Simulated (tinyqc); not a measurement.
Thin film between two gates, subbands and threshold shift from confinement: one step of the calculation.

Undoped body with a flat potential across it, hard walls, transport along x. Three valley pairs (g = 2 each) with the longitudinal mass along x, y or z. Non-parabolicity enters the subband edges through E (1 + al E) = gamma, so E = 2 gamma/(1 + sqrt(1 + 4 al gamma)); motion within a subband is taken as parabolic with the band-edge mass. Energies are counted from the bulk band edge.

Task. Threshold shift. Each subband has N_k = g sqrt(mx my) m0 kB T/(pi hbar^2); without degeneracy n = exp(EF/Vt) sum N_k exp(-E_k/Vt). Classical value Nc times t, Nc = sum over valleys of 2 g (m m0 kB T/(2 pi hbar^2))^1.5 with m = (mx my mz)^(1/3). Threshold shift dVT = Vt ln(classical value/sum N_k exp(-E_k/Vt)). Use the subbands listed.

Inputs (values chosen for the exercise); masses close to those of silicon: temperature T = 77 K; longitudinal mass ml = 0.908 m0; transverse mass mt = 0.191 m0; film thickness (along z) t = 8.1 nm.

Constants: q = 1.602176634e-19 C, kB = 1.380649e-23 J/K, hbar = 1.054571817e-34 J s, m0 = 9.1093837015e-31 kg, Vt = kB T/q. Results are converted to the units shown.

| subband | E_k (eV) | N_k (cm^-2) |
|---|---|---|
| z1 | 0.0062922013 | 1.0588250e12 |
| z2 | 0.024937060 | 1.0588250e12 |
| x1 | 0.029569592 | 2.3086092e12 |
| y1 | 0.029569592 | 2.3086092e12 |
| z3 | 0.055280034 | 1.0588250e12 |
| z4 | 0.096350268 | 1.0588250e12 |

Wanted: shares; sum N_k exp(-E_k/Vt); Nc; classical value; dVT.

Result.

| subband | shares (%) |
|---|---|
| z1 | 83.931 |
| z2 | 5.053 |
| x1 | 5.482 |
| y1 | 5.482 |
| z3 | 0.052 |
| z4 | 0.000 |

sum N_k exp(-E_k/Vt) = 4.8873e11 cm^-2
Nc = 3.5633e18 cm^-3
classical value = 2.8863e12 cm^-2
dVT = 11.784 mV

Computed by the program tinyqc: `OMP_NUM_THREADS=1 python tinyqc.py 2350018 2350019 out.jsonl`, one thread of a shared Intel Xeon 2.30GHz, about 0.06 s for the whole run.
